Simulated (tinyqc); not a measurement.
CMOS latch-up, two-transistor model: one step of the calculation.

A parasitic pnp (emitter at Vdd, base shunted by Rw) and npn (emitter at ground, base shunted by Rs) feed each other: the npn collector current flows out of the pnp base node, the pnp collector current into the npn base node. Forward-active transistors with constant gains: Icn = Isn exp(Vn/Vt), Icp = Isp (exp(Vp/Vt) - 1). A current Ii is injected into the npn base node.

Task. Holding current and voltage. On state with both base-emitter voltages at Von: npn base current Ib = (Von/Rs + bp Von/Rw)/(bn bp - 1), holding current Ih = (bn + 1) Ib + Von/Rs, holding voltage Vh = Vsat + Von + R2 (Ib + Von/Rs).

Values chosen for this exercise; values close to those of bulk CMOS: current gain of the npn bn = 1.3; current gain of the pnp bp = 5.8; substrate resistance shunting the npn Rs = 84 ohm; well resistance shunting the pnp Rw = 800 ohm; resistance from the pnp collector to the npn base R2 = 270 ohm; base-emitter voltage in the on state Von = 0.69 V; saturation voltage Vsat = 0.12 V; supply voltage Vdd = 3.3 V.

Find: bn bp; Ib; Ih; Vh.

Result.

bn bp = 7.540
Ib = 2.021 mA
Ih = 12.86 mA
Vh = 3.574 V

Vh is above Vdd = 3.3 V, so the supply cannot sustain a latched state.

Program tinyqc, `OMP_NUM_THREADS=1 python tinyqc.py 2670007 2670008 out.jsonl`; Intel Xeon 2.30GHz, shared host, one thread, about 0.06 s.
